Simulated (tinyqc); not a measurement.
Bandgap voltage reference from two bipolar transistors: one step of the calculation.

Two transistors of area 1 and N carry the same current I. Is(T) = Is (T/T0)^eta exp[(Vg0 q/kB)(1/T0 - 1/T)], VBE1 = Vt ln(I/Is(T)) + I rb, VBE2 = Vt ln(I/(N Is(T))) + I rb/N. The amplifier forces I R1(T) = VBE1 - VBE2 + Vos, with R(T) = R (1 + tc (T - T0)) for both resistors, and the output is Vref = VBE1 + I R2(T). Base currents and the Early effect are neglected.

Problem. Operating point at another temperature. Vt = kB T/q; I = (Vt ln N + Vos)/(R1(T) - rb (1 - 1/N)).

Parameters, values chosen for the exercise; values of the order met in silicon bipolar transistors: reference temperature T0 = 300 K; band-gap voltage extrapolated to 0 K Vg0 = 1.19 V; temperature exponent of the saturation current eta = 3.1; saturation current of the unit transistor at T0 Is = 1.5e-16 A; area ratio of the second transistor N = 10; resistor across which the difference of VBE falls, at T0 R1 = 2.1 kohm; temperature coefficient of both resistors tc = 0 ppm/K; offset of the amplifier Vos = 0.8 mV; series resistance of the unit transistor rb = 0 ohm; output resistor at T0 R2 = 21.43 kohm; temperature T = 333 K.

Constants: q = 1.602176634e-19 C, kB = 1.380649e-23 J/K. Results are converted to the units shown.

Wanted: Vt; I; Is(T); VBE1; I R2; Vref.

Solution.

Vt = 0.02870 V
I = 31.84 uA
Is(T) = 1.985e-14 A
VBE1 = 0.6082 V
I R2 = 0.6824 V
Vref = 1.291 V

From T0 to T, VBE1 changes by -63.4 mV and I R2 by 66.8 mV, which leaves 3.47 mV in Vref.

Program tinyqc, `OMP_NUM_THREADS=1 python tinyqc.py 2062021 2062022 out.jsonl`; Intel Xeon 2.30GHz, shared host, one thread, about 0.02 s.
